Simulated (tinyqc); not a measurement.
Planar ballistic transistor, top-of-the-barrier model: two steps of the calculation.

At the top of the source barrier, states moving towards the drain are filled by the source (Fermi level 0) and states moving back by the drain (Fermi level -q Vd); nothing scatters. U is the shift of the band edge there, set by the capacitances CG, CD and CS (the total) and by the charge. Parabolic two-dimensional band; the source is grounded.

Inputs (values chosen for the exercise); mass and valleys close to those of gallium nitride:

| symbol | value | unit | meaning |
|---|---|---|---|
| T | 300 | K | temperature |
| m | 0.21 | m0 | effective mass |
| gv | 1 |  | valley degeneracy |
| eox | 3.9 |  | relative permittivity of the gate insulator |
| tox | 3.6 | nm | insulator thickness |
| aG | 0.83 |  | gate control CG/CS |
| E0 | 0.29 | eV | band edge at the barrier top above the source Fermi level at zero bias |
| Vd | 0.05 | V | drain voltage |

Constants: q = 1.602176634e-19 C, kB = 1.380649e-23 J/K, hbar = 1.054571817e-34 J s, m0 = 9.1093837015e-31 kg, Vt = kB T/q, eps0 = 8.8541878128e-14 F/cm where lengths are in cm. Results are converted to the units shown.

Task 1. Self-consistent potential at the barrier top. eta1 = -(E0 + U)/Vt, eta2 = eta1 - Vd/Vt, n = (N0/2)[F_0(eta1) + F_0(eta2)], F_0(x) = ln(1 + exp x). U(out) = UL + q (n - n0)/CS. Newton step: U(new) = U + (U(out) - U)/(1 + CQ/CS), CQ = (q/Vt) dn/d(eta1) with both F' summed; F_0'(x) = 1/(1 + exp(-x)).

U after iteration 1 = -0.29162140 eV
N0 = 2.2678307e12 cm^-2
CS = 1.1556671 uF/cm^2
n0 = 3.0466470e7 cm^-2
UL = -0.33635000 eV

Give: eta1; eta2; n; U(out); CQ; U after iteration 2.

Result 1.

eta1 = 0.06272
eta2 = -1.871
n = 9.844e11 cm^-2
U(out) = -0.1999 eV
CQ = 4.561 uF/cm^2
U after iteration 2 = -0.2731 eV

Task 2. Current, mean velocity and share of the gate voltage. N0 = gv m kB T/(pi hbar^2), CG = eps0 eox/tox, vT = sqrt(2 kB T/(pi m)), CS = CG/aG, n0 = n at U = 0 and Vd = 0. I = q (N0/2) vT [F_(1/2)(eta1) - F_(1/2)(eta2)] per width, F_(1/2)(x) = (2/sqrt(pi)) int_0^infinity u^(1/2)/(1 + exp(u - x)) du. Mean velocity I/(q n). CQ = (q/Vt) dn/d(eta1); the band edge follows the gate as -dU/dVg = aG/(1 + CQ/CS).

converged U = -0.26895012 eV

Find: eta1; n; I; mean velocity; CQ; -dU/dVg.

Result 2.

eta1 = -0.8142
n = 4.862e11 cm^-2
I = 69.11 uA/um
mean velocity = 8.872e6 cm/s
CQ = 2.580 uF/cm^2
-dU/dVg = 0.2568 eV/V

The carriers from the source are near degeneracy (eta1 = -0.814), and the mean velocity is 0.756 times vT = sqrt(2 kB T/(pi m)) = 1.17e7 cm/s. The drain fills a good part of the returning states, which lowers the mean.

Numbers from tinyqc (`OMP_NUM_THREADS=1 python tinyqc.py 2400058 2400059 out.jsonl`; about 0.01 s on one thread of a shared Intel Xeon 2.30GHz).
